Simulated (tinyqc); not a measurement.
Growth of a silicide layer between metal and silicon: linear-parabolic kinetics, ramp anneals and Kissinger analysis. From completion time back to temperature T. Computed by tinyqc, a small Python program. Command: `OMP_NUM_THREADS=1 python tinyqc.py 3000369 3000370 out.jsonl silicide inv`. One thread of a shared host (Intel(R) Xeon(R) Processor @ 2.30GHz), about 0.07 s of CPU time with the checks.

One compound layer of thickness x grows by diffusion through itself and reaction at an interface, dx/dt = 1/(2x/K + 1/v), until the metal is used up at x = a h.

Inputs (values chosen for the exercise, modelled on CoSi2):

| quantity | value | unit |
|---|---|---|
| metal thickness h | 4.2 | nm |
| silicide formed per metal thickness a | 3.52 | - |
| prefactor of the parabolic constant K | 9.6e+13 | nm^2/s |
| activation energy E of K | 2.28 | eV |
| prefactor of the interface velocity v | 6.2e+14 | nm/s |
| activation energy E_v | 2.51 | eV |
| time t | 130 | s |

Constants: k_B = 8.617333262e-05 eV/K.

Method:
- The silicide ends at the thickness a h.
- K = K0 exp(-E/(k_B T)), v = v0 exp(-E_v/(k_B T)).
- Temperatures in kelvin are T(C) + 273.15.
- x^2/K + x/v = t, so x = (K/(2v)) [sqrt(1 + 4 v^2 t/K) - 1], capped at a h; completion time t_c = (a h)^2/K + a h/v, a h being the final thickness; crossover thickness K/v.

Problem. A run gave the result below. Find the temperature T, known to lie between 470 and 670 C.

completion time = 25.94658 s

Solution.

Each step takes the trial c = (a f_b - b f_a)/(f_b - f_a), f being the result less the target and a, b, c the logarithms of the listed values; c replaces end b, the old b replaces a if the sign of f changed, and otherwise f_a is halved.

Scan of the range:

| temperature T (C) | completion time (s) |
|---|---|
| 470 | 9.10670e+03 |
| 499 | 2.30824e+03 |
| 529 | 6.21427e+02 |
| 561 | 1.70583e+02 |
| 595 | 4.80684e+01 |
| 632 | 1.35280e+01 |
| 670 | 4.08861e+00 |

False position (Illinois rule, in the logarithm of the input) inside the bracket:

| step | end a | end b | trial | completion time (s) |
|---|---|---|---|---|
| 1 | 595.000 | 632.000 | 618.439 | 21.2628 |
| 2 | 595.000 | 618.439 | 611.372 | 27.0654 |
| 3 | 618.439 | 611.372 | 612.728 | 25.8327 |
| 4 | 611.372 | 612.728 | 612.603 | 25.9441 |
| 5 | 611.372 | 612.603 | 612.597 | 25.9489 |
| 6 | 612.603 | 612.597 | 612.600 | 25.9466 |
| 7 | 612.597 | 612.600 | 612.600 | 25.9466 |

Completion time falls at every point of a 13-point scan of the range (every second point is shown), so one value fits; it is bracketed by 595 and 632. Answer: temperature T = 612.6 C.

Caution: a disilicide really forms through metal-rich phases and by nucleation, not as one layer from the metal.
